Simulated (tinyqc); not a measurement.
Worked calculation: solid solubility of a dopant against its melt (retrograde solidus), clustering and the electrically active fraction. Computed by tinyqc, a small Python program that keeps every step. Command: `OMP_NUM_THREADS=1 python tinyqc.py 3016863 3016864 out.jsonl retro walk`. One thread of a shared host (Intel(R) Xeon(R) Processor @ 2.30GHz), about 0.01 s of CPU time with the checks. Intermediate numbers are printed to about 7 digits and carried at full precision; extremes and crossings named in words are read from the listed rows.

Inputs (values chosen for the exercise, of the order of those of aluminium in silicon for the solubility):

| quantity | value | unit |
|---|---|---|
| melting point of the host T_m | 1687 | K |
| heat of melting of the host H_f | 50.2 | kJ/mol |
| interaction L of the melt | -4.5 | kJ/mol |
| enthalpy of transfer from melt to solid H | 0.586 | eV |
| entropy of transfer S | -1.67 | k_B |
| site density N0 | 5e+22 | 1/cm^3 |
| temperature T | 1570 | K |
| total dopant density N_t | 2.9e+20 | 1/cm^3 |
| atoms per cluster m | 3 | - |
| cluster scale N* at 1273 K | 2.2e+20 | 1/cm^3 |
| activation energy E_b of the cluster scale | 0.23 | eV |
| anneal temperature T_a | 1025 | K |
| mobility mu | 80 | cm^2/(V s) |

Clustering: clusters of m atoms, electrons left out.

Constants: R = 8.314462618 J/(mol K); k_B = 8.617333262e-05 eV/K; e = 1.602176634e-19 C; N_A = 6.02214076e+23 1/mol.

## Liquidus and solidus at T

x_l and x_s are atom fractions of the dopant in melt and solid; the solid is dilute. Liquidus of the host: R T ln(1 - x_l) + L x_l^2 = -H_f (1 - T/T_m). Distribution: k = x_s/x_l = exp[L (1 - x_l)^2/(R T)] exp(S/k_B - H/(k_B T)), the first factor being the activity coefficient in the melt. Solubility = x_s N0; at T_m x_l = 0.

x_l = 0.2210903

distribution coefficient k = 0.002008202

x_s = 4.439939e-04

solubility = 2.219970e+19 1/cm^3

k at the melting point = 0.002425319

k has changed by a factor 0.83 from its value at T_m, while x_l has grown from 0 to 0.221.

## The retrograde maximum

The largest x_s N0 between 900 K and T_m. For an ideal melt with constant heats the maximum has x_l = H_f/(H + H_f), H in the same units.

temperature of the maximum = 1412.039 K

largest solubility = 3.134740e+19 1/cm^3

x_l there = 0.4598283

ideal-melt value H_f/(H + H_f) = 0.4702999

The maximum lies 275 K below T_m: above it the melt runs out of dopant, below it k falls as exp(-H/(k_B T)).

## The solidus

The formulas are those given above.

Against temperature:

| T (K) | x_l | k | solubility (1/cm^3) | over the maximum |
|---|---|---|---|---|
| 1000 | 0.8710222 | 0.000207734 | 9.047056e+18 | 0.2886063 |
| 1100 | 0.7974838 | 0.000381186 | 1.519949e+19 | 0.4848725 |
| 1200 | 0.7068588 | 0.000626332 | 2.213641e+19 | 0.7061642 |
| 1300 | 0.5997514 | 0.000941859 | 2.824406e+19 | 0.9010018 |
| 1400 | 0.4759241 | 0.001315552 | 3.130515e+19 | 0.9986523 |
| 1500 | 0.3336887 | 0.001722996 | 2.874721e+19 | 0.9170526 |
| 1580 | 0.2039711 | 0.002047750 | 2.088409e+19 | 0.6662146 |
| 1640 | 0.0948017 | 0.002272438 | 1.077155e+19 | 0.3436186 |
| 1675 | 0.0251156 | 0.002388852 | 2.999869e+18 | 0.0956976 |

Between the first rows the Arrhenius energy of the solubility is 0.49 eV, against H = 0.586 eV; it shrinks to zero at 1412 K and turns negative beyond. A crystal saturated at the maximum precipitates dopant-rich liquid on cooling and on heating alike. Below a eutectic or compound temperature another phase would set the limit.

## Active fraction after the anneal

A highly soluble donor (another dopant than that of the solidus) is limited by clustering. Donors N_a are active, and clusters hold m atoms each: N_t = N_a + m C, m C = N* (N_a/N*)^m, with N*(T) = N*(1273 K) exp[-(E_b/k_B)(1/T - 1/1273)]. Resistivity = 1/(e mu N_a).

N*(T_a) = 1.324678e+20 1/cm^3

active density N_a = 1.385232e+20 1/cm^3

active fraction = 0.4776660

resistivity = 0.5632189 milliohm cm

Doubling the dose would raise N_a by only 37 %. Caution: this clustering law is a generic form; degeneracy and a doping-dependent mobility are left out.

## Active against total

A highly soluble donor (another dopant than that of the solidus) is limited by clustering. Donors N_a are active, and clusters hold m atoms each: N_t = N_a + m C, m C = N* (N_a/N*)^m, with N*(T) = N*(1273 K) exp[-(E_b/k_B)(1/T - 1/1273)].

Active density (1/cm^3):

| N_t (1/cm^3) | N_a at T_a | fraction | N_a at T_a + 150 K | N_a at T_a - 150 K |
|---|---|---|---|---|
| 1.00e+19 | 9.943965e+18 | 0.9943965 | 9.970943e+18 | 9.866347e+18 |
| 3.00e+19 | 2.865864e+19 | 0.9552880 | 2.926531e+19 | 2.719972e+19 |
| 1.00e+20 | 7.548702e+19 | 0.7548702 | 8.314924e+19 | 6.382277e+19 |
| 2.00e+20 | 1.144861e+20 | 0.5724303 | 1.322302e+20 | 9.192038e+19 |
| 5.00e+20 | 1.780942e+20 | 0.3561885 | 2.137477e+20 | 1.375835e+20 |
| 1.00e+21 | 2.374125e+20 | 0.2374125 | 2.894166e+20 | 1.805786e+20 |
| 2.00e+21 | 3.095569e+20 | 0.1547784 | 3.808447e+20 | 2.332846e+20 |
| 5.00e+21 | 4.311957e+20 | 0.0862391 | 5.340987e+20 | 3.227218e+20 |

The exponent d ln N_a/d ln N_t falls from 0.96 to 0.36, towards 1/m = 0.333. At the highest dose a 150 K hotter anneal gives 1.24 times the active density, and a later step 150 K cooler would cut it to 0.75 if it ran to equilibrium: short hot anneals come last. For ionised donors far above n_i the electrons enter the mass action too and halve the limiting exponent.

Checks made by the program: the ideal-melt maximum (relative difference 1e-08).
